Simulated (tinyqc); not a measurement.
Frequency dispersion of an accumulation capacitance by border traps, distributed model: two steps of the calculation.

Traps spread evenly through the insulator exchange electrons with the semiconductor by tunnelling, with tau(x) = t0 exp(2 ka x) at depth x from the interface. The admittance per area Y seen at depth x obeys dY/dx = -Y^2/(i w eps0 eox) + q Nb ln(1 + i w tau)/tau, with Y(0) = i w Cs and w = 2 pi f; the gate sees Y(tox) = G + i w C. Working variable y = Y/(i w), in uF/cm^2. Cox = eps0 eox/tox.

Values chosen for this exercise; permittivity close to that of silicon dioxide:
```
symbol   value         unit                                               meaning
eox       4.03                             relative permittivity of the insulator
tox         11           nm                                   insulator thickness
Cs         1.1      uF/cm^2             semiconductor capacitance in accumulation
Nb      7.7e19  cm^-3 eV^-1                               density of border traps
ka           5         1/nm  decay constant of the wave function in the insulator
t0        3e-9            s              time constant of a trap at the interface
f        10000           Hz                                             frequency
xe         1.4           nm               depth down to which the steps are taken
```

Constants: q = 1.602176634e-19 C, eps0 = 8.8541878128e-14 F/cm where lengths are in cm. Results are converted to the units shown.

Question 1. Scales and lumped estimate. Cox; trap-free value 1/(1/Cox + 1/Cs); response depth d = ln(1/(w t0))/(2 ka), where w tau = 1; lumped estimate: all traps within d act as C_bt = q Nb d placed at d/2, so C = 1/{1/[1/(1/Cs + d/(2 eps0 eox)) + C_bt] + (tox - d/2)/(eps0 eox)}.

Wanted: Cox; trap-free C; d; C_bt; lumped C.

Answer 1.

Cox = 0.32439 uF/cm^2
trap-free C = 0.25051 uF/cm^2
d = 0.85764 nm
C_bt = 1.0581 uF/cm^2
lumped C = 0.28941 uF/cm^2

The traps within reach amount to 0.962 Cs and lie in the first 7.80 % of the insulator.

Question 2. Capacitance and conductance at the gate. Beyond xe the traps are ignored, so 1/y(tox) = 1/y(xe) + (tox - xe)/(eps0 eox); C = Re y, G/w = -Im y, loss tangent G/(w C).

y at xe = 1.4175861-0.1296018i uF/cm^2

Wanted: y at the gate; C; G/w; loss tangent.

Answer 2.

y at the gate = 0.29488-0.00556i uF/cm^2
C = 0.29488 uF/cm^2
G/w = 0.0055635 uF/cm^2
loss tangent = 0.018867

Computed by the program tinyqc: `OMP_NUM_THREADS=1 python tinyqc.py 2202139 2202140 out.jsonl`, one thread of a shared Intel Xeon 2.30GHz, about 0.7 s for the whole run.
